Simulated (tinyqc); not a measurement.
Inside a calculation. Method: Hubbard chain of 3 sites. Computed by tinyqc, a small Python program that keeps every step. Settings: hopping = 0.56, U = 11.8, mixing = 1, iteration cap = 83. Command: `OMP_NUM_THREADS=1 python tinyqc.py 24949 24950 out.jsonl` (the two numbers bound the seeds that draw the settings). One thread of a shared host (Intel(R) Xeon(R) Processor @ 2.60GHz), about 0.3 s of CPU time with the checks. Later iterations appear only in the table of the cycle.

## Mean-field iteration 1

one-body matrix (hopping and site energies) (eV), lower triangle:
```
         1        2       3
1  -0.3900
2  -0.5600   0.3700
3   0.0000  -0.5600  0.1500
```

U = 11.8000 eV

electrons, up and down: 1  1

mixing = 1

n(up) at the start (a guess, not normalised): 1 0.3330, 2 0.3330, 3 0.3330

n(down) at the start (a guess): 1 0.3330, 2 0.3330, 3 0.3330

H(up) = T + U n(down), H(down) = T + U n(up); fill the lowest levels; n(new) = n + mixing (n(out) - n); E = tr T (rho up + rho down) + U sum n_up n_down of the output.

levels, up (eV): 3.1519  3.8589  4.9074

levels, down (eV): 3.1519  3.8589  4.9074

energy = 3.8831 eV

n(up) after iteration 1: 1 0.6049, 2 0.2896, 3 0.1056

n(down) after iteration 1: 1 0.6049, 2 0.2896, 3 0.1056

## Mean-field iteration 2

As before.

levels, up (eV): 1.2683  3.8101  6.8516

levels, down (eV): 1.2683  3.8101  6.8516

energy = 10.5103 eV

n(up) after iteration 2: 1 0.0005, 2 0.0492, 3 0.9503

n(down) after iteration 2: 1 0.0005, 2 0.0492, 3 0.9503

## Convergence

Each step fills the lowest levels of T + U n(other spin) and sets n(new) = n + mixing (n(out) - n); stop when output and input agree to 1e-8.

Course of the cycle:

| iteration | E (eV) | largest \|n(out) - n(in)\| | mean \|n_up - n_down\| |
|---|---|---|---|
| 1 | 3.883100 | 2.72e-01 | 0.0000 |
| 2 | 10.510268 | 8.45e-01 | 0.0000 |
| 3 | 7.961578 | 9.50e-01 | 0.0000 |
| 4 | 9.546678 | 9.09e-01 | 0.0000 |
| 5 | 8.872925 | 9.24e-01 | 0.0000 |
| 6 | 8.292894 | 9.23e-01 | 0.0000 |
| 7 | 9.649849 | 9.56e-01 | 0.0000 |
| 8 | 6.970407 | 9.56e-01 | 0.0000 |
| 9 | 10.160453 | 9.75e-01 | 0.0000 |
| 10 | 6.150776 | 9.75e-01 | 0.0000 |
| 11 | 10.387671 | 9.83e-01 | 0.0000 |
| ... | ... | ... | ... |
| 73 | 10.491837 | 9.86e-01 | 0.0000 |
| 74 | 5.735669 | 9.86e-01 | 0.0000 |
| 75 | 10.491837 | 9.86e-01 | 0.0000 |
| 76 | 5.735669 | 9.86e-01 | 0.0000 |
| 77 | 10.491837 | 9.86e-01 | 0.0000 |
| 78 | 5.735669 | 9.86e-01 | 0.0000 |
| 79 | 10.491837 | 9.86e-01 | 0.0000 |
| 80 | 5.735669 | 9.86e-01 | 0.0000 |
| 81 | 10.491837 | 9.86e-01 | 0.0000 |
| 82 | 5.735669 | 9.86e-01 | 0.0000 |
| 83 | 10.491837 | 9.86e-01 | 0.0000 |

Not converged within 83 iterations: the residual has stopped falling: the iteration swings between two states. The lowest mean-field energy found from random starts is -0.77054 eV. Reruns (cap 100 unless said): mixing 0.2: not converged; mixing 0.5: not converged; mixing 0.9: not converged; the original settings with a cap of 400: not converged.

## The many-body Hamiltonian

Basis: all placements (u, d, 2, 0 on each site), up operators ordered before down ones; hops carry the sign of the same-spin electrons passed.

H (eV), lower triangle:
```
         200      ud0      u0d      du0      020      0ud      d0u      0du
200  11.0200
ud0  -0.5600  -0.0200
u0d   0.0000  -0.5600  -0.2400
du0  -0.5600   0.0000   0.0000  -0.0200
020   0.0000  -0.5600   0.0000  -0.5600  12.5400
0ud   0.0000   0.0000  -0.5600   0.0000  -0.5600   0.5200
d0u   0.0000   0.0000   0.0000  -0.5600   0.0000   0.0000  -0.2400
0du   0.0000   0.0000   0.0000   0.0000  -0.5600   0.0000  -0.5600   0.5200
002   0.0000   0.0000   0.0000   0.0000   0.0000  -0.5600   0.0000  -0.5600

         002
002  12.1000
```

## Exact diagonalisation (9 states)

Lowest levels of the sector, and the double occupancy of the lowest state.

lowest levels (eV): -0.9046  -0.8480  0.1474  0.2005  0.8057  0.9075

double occupancy per site = 0.0015

## The lowest level by Lanczos steps

From a random start vector (not printed): a_j = <q_j|H|q_j>, b_j = norm of the remainder after orthogonalising; the Ritz value is the lowest eigenvalue of the tridiagonal matrix of a and b so far.

Lanczos:

| j | a_j (eV) | b_j (eV) | lowest Ritz value (eV) |
|---|---|---|---|
| 1 | 3.1391 | 5.1362 | 3.139143 |
| 2 | 7.8301 | 1.6637 | -0.161819 |
| 3 | 1.6724 | 3.8540 | -0.554669 |
| 4 | 10.7587 | 0.7657 | -0.884984 |
| 5 | 2.0619 | 4.3049 | -0.893309 |
| 6 | 10.5487 | 0.4390 | -0.903746 |
| 7 | 0.6727 | 0.4634 | -0.904001 |
| 8 | -0.6926 | 0.1076 | -0.904491 |
| 9 | 0.1890 | 0 | -0.904573 |
